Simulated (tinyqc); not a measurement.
Worked calculation: CCSD on RHF in the cc-pvdz basis, for He, spin multiplicity 1. One step of it, computed by the program tinyqc.

Problem. CCSD: starting amplitudes. t_ij^ab = <ij||ab> / (e_i + e_j - e_a - e_b), whose energy is MP2.

orbital energies (hartree): MO1 -0.914148, MO2 1.397442, MO3 2.524372, MO4 2.524372, MO5 2.524372

Two-electron integrals over orbitals (pq|rs), unique and non-zero (hartree):
```
(11|11) 1.026865    (21|11) -0.316447   (21|21) 0.227505    (22|11) 0.857592
(22|21) -0.255195   (22|22) 0.765495    (31|31) 0.183149    (32|31) -0.025386
(32|32) 0.028529    (33|11) 0.961262    (33|21) -0.230485   (33|22) 0.774953
(33|33) 1.040531    (41|41) 0.183149    (42|41) -0.025386   (42|42) 0.028529
(43|43) 0.063706    (44|11) 0.961262    (44|21) -0.230485   (44|22) 0.774953
(44|33) 0.913119    (44|44) 1.040531    (51|51) 0.183149    (52|51) -0.025386
(52|52) 0.028529    (53|53) 0.063706    (54|54) 0.063706    (55|11) 0.961262
(55|21) -0.230485   (55|22) 0.774953    (55|33) 0.913119    (55|44) 0.913119
(55|55) 1.040531
```

Give: Starting amplitudes; correlation energy.

Solution.

Starting amplitudes (spin orbitals 1a, 1b, ...; amplitudes related by a flip of all spins are not repeated):

| from | to | t |
|---|---|---|
| 1a 1b | 2a 2b | -0.0492 |
| 1a 1b | 3a 3b | -0.0266 |
| 1a 1b | 4a 4b | -0.0266 |
| 1a 1b | 5a 5b | -0.0266 |

correlation energy = -0.025828 hartree
